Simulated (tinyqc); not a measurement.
# Carrier lifetime of a p-type layer with SRH, radiative, Auger and surface recombination, step by step

Program tinyqc, `OMP_NUM_THREADS=1 python tinyqc.py 2300116 2300117 out.jsonl`; Intel Xeon 2.30GHz, shared host, one thread, about 0.01 s. Printed values are rounded.

Uniform excess density dn = dp (no trapping), n = n0 + dn, p = p0 + dn, Boltzmann statistics, full ionisation. Surfaces enter as a rate 2 S dn/d, which holds while diffusion to them is fast.

Parameters, values chosen for the exercise; band and dielectric values those of a made-up semiconductor:
- T = 250 K (temperature)
- Eg = 3.47 eV (band gap)
- Nc = 1.45e19 cm^-3 (conduction-band density of states at T)
- Nv = 2.09e19 cm^-3 (valence-band density of states at T)
- B = 1.53e-12 cm^3/s (radiative coefficient)
- N = 1.4e15 cm^-3 (acceptor density)
- Cn = 3.7e-31 cm^6/s (Auger coefficient (two electrons))
- Cp = 1.1e-31 cm^6/s (Auger coefficient (two holes))
- Nt = 2e11 cm^-3 (trap density)
- sn = 1e-16 cm^2 (capture cross-section for electrons)
- sp = 2e-15 cm^2 (capture cross-section for holes)
- vth = 1.1e7 cm/s (thermal velocity (both carriers))
- Et = 1.84 eV (trap level below the conduction band)
- S = 400 cm/s (surface recombination velocity (both faces))
- d = 7 um (sample thickness)
- G = 2.4e22 cm^-3 s^-1 (generation rate)

Constants: q = 1.602176634e-19 C, kB = 1.380649e-23 J/K, Vt = kB T/q. Results are converted to the units shown.

## Equilibrium densities and SRH constants

ni = sqrt(Nc Nv) exp(-Eg/(2 Vt)), Eg in volts; majority density N/2 + sqrt(N^2/4 + ni^2), n0 p0 = ni^2; n1 = Nc exp(-Et/Vt), p1 = Nv exp((Et - Eg)/Vt); tn0 = 1/(sn vth Nt), tp0 = 1/(sp vth Nt).

ni = 1.83949e-16 cm^-3
n0 = 2.41694e-47 cm^-3
p0 = 1.4e15 cm^-3
n1 = 1.17112e-18 cm^-3
p1 = 2.88930e-14 cm^-3
tn0 = 0.00454545 s
tp0 = 2.27273e-4 s

## Starting value

dn = 8e16 cm^-3.

dn at the start = 8e16 cm^-3

## Iteration 1: new dn

With e = n p - ni^2 = dn (n0 + p0 + dn): U_SRH = e/(tp0 (n + n1) + tn0 (p + p1)), U_rad = B e, U_Aug = (Cn n + Cp p) e, U_s = 2 S dn/d. Newton step on ln U(ln dn) = ln G, U the sum: k = d ln U/d ln dn (central difference over factors 1.0001), dn(new) = dn (G/U)^(1/k).

U_SRH = 1.67756e19 cm^-3 s^-1
U_rad = 9.96336e21 cm^-3 s^-1
U_Aug = 2.51064e20 cm^-3 s^-1
U_s = 9.14286e22 cm^-3 s^-1
k = 1.10121
dn after iteration 1 = 2.15661e16 cm^-3

## Iteration 2: new dn

As before.

U_SRH = 4.53177e18 cm^-3 s^-1
U_rad = 7.57793e20 cm^-3 s^-1
U_Aug = 5.20338e18 cm^-3 s^-1
U_s = 2.46470e22 cm^-3 s^-1
k = 1.02839
dn after iteration 2 = 2.03980e16 cm^-3

## Course of the iteration

Stop when the step is below 1e-10 of the value, or after 40 iterations.

Course of the iteration:
```
iteration	dn before the step (cm^-3)	step (cm^-3)
1	8e16	-5.84e16
2	2.15661e16	-1.17e15
3	2.03980e16	-8.46e11
4	2.03972e16	-4.53e5
```

Converged in 4 iterations.

## Lifetime, shares and quasi-Fermi splitting

converged dn = 2.03972e16 cm^-3

With e = n p - ni^2 = dn (n0 + p0 + dn): U_SRH = e/(tp0 (n + n1) + tn0 (p + p1)), U_rad = B e, U_Aug = (Cn n + Cp p) e, U_s = 2 S dn/d. tau = dn/U, shares of U, splitting Vt ln(n p/ni^2), radiative efficiency U_rad/U.

tau = 8.49882e-7 s
shares (%): SRH 0.0179, radiative 2.8343, Auger 0.0184, surface 97.1294
quasi-Fermi splitting = 3.18062 V

Surface recombination takes the largest share. dn is 15 times the doping: high injection.
